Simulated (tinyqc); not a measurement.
What each parameter does: finite square well with mass mismatch (envelope functions).

A square well of width L and depth V0, mass mw inside and mb outside, energies from the bottom of the well, c = hbar^2/2m0. k = sqrt(mw E/c), kappa = sqrt(mb (V0 - E)/c). psi and psi'/m are continuous at the walls (BenDaniel-Duke), so level n solves k L + 2 atan[(k/mw)/(kappa/mb)] = n pi.

Constants: hbar^2/2m0 = 3.80998211 eV angstrom^2.

Inputs chosen for the exercise (near those of a strained Si well in SiGe; shifted at random, so the results belong to these values and not to a real crystal): L = 13 angstrom (well width); V0 = 0.171 eV (barrier height); mw = 0.889 m0 (mass in the well); mb = 0.956 m0 (mass in the barrier).

Parabolic bands. Pb is the probability of level 1 in the barriers, (A^2/kappa)/(A^2/kappa + L/2 + sin(kL)/(2k)) with A = cos(kL/2). Each row changes one parameter from the base and keeps the others.

Results:

| case | E1 (eV) | bound levels | Pb | V0 - E1 (eV) |
|---|---|---|---|---|
| base | 0.0724 | 1 | 0.2136 | 0.0986 |
| L = 15 angstrom | 0.0624 | 1 | 0.1671 | 0.1086 |
| V0 = 0.197 eV | 0.0776 | 1 | 0.1896 | 0.1194 |
| mw = 0.8001 m0 | 0.0738 | 1 | 0.2248 | 0.0972 |
| mb = 1.195 m0 | 0.0677 | 1 | 0.1991 | 0.1033 |

The largest shifts from the base row, up to three for each result and ties (the steps differ in size, so this ranks the rows, not the parameters). E1 (eV): L -0.0100, V0 +0.0052, mb -0.0046. bound levels: unchanged at the printed digits by L, V0, mw and mb. Pb: L -0.0465, V0 -0.0240, mb -0.0145. V0 - E1 (eV): V0 +0.0208, L +0.0100, mb +0.0046.

Program tinyqc; command `OMP_NUM_THREADS=1 python tinyqc.py 1252098 1252099 out.jsonl`; about 0.01 s on one thread of a shared Intel(R) Xeon(R) Processor @ 2.30GHz.
